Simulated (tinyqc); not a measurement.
Schottky diode by the thermionic emission-diffusion theory: one step of the calculation.

Metal on an n-type semiconductor with one parabolic valley; V > 0 is forward bias (metal positive). The band bends as a parabola over the depletion layer, by Vd = Vbi - V; no image force. Carriers drift and diffuse up to the interface and leave it with the velocity vR.

Task. Current density. J = q Nc [vR vD/(vR + vD)] exp(-phi/Vt) [exp(V/Vt) - 1]. The quasi-Fermi level drops by Vt ln[(vR + vD)/(vD + vR exp(-V/Vt))] over the layer.

Values chosen for this exercise; band and dielectric values close to those of gallium nitride: temperature T = 400 K; barrier height seen from the metal phi = 0.79 eV; bias V = 0.12 V.

Constants: q = 1.602176634e-19 C, kB = 1.380649e-23 J/K, Vt = kB T/q. Results are converted to the units shown.

Nc = 3.3781541e18 cm^-3
vR = 6.9984859e6 cm/s
vD = 3.1896683e7 cm/s

Find: effective velocity; J; J over the pure emission value; drop of the quasi-Fermi level over the layer.

Result.

effective velocity = 5.739e6 cm/s
J = 0.01089 A/cm^2
J over the pure emission value = 0.8201
drop of the quasi-Fermi level over the layer = 6.606 meV

Program tinyqc, `OMP_NUM_THREADS=1 python tinyqc.py 2640039 2640040 out.jsonl`; Intel Xeon 2.30GHz, shared host, one thread, about 0.01 s.
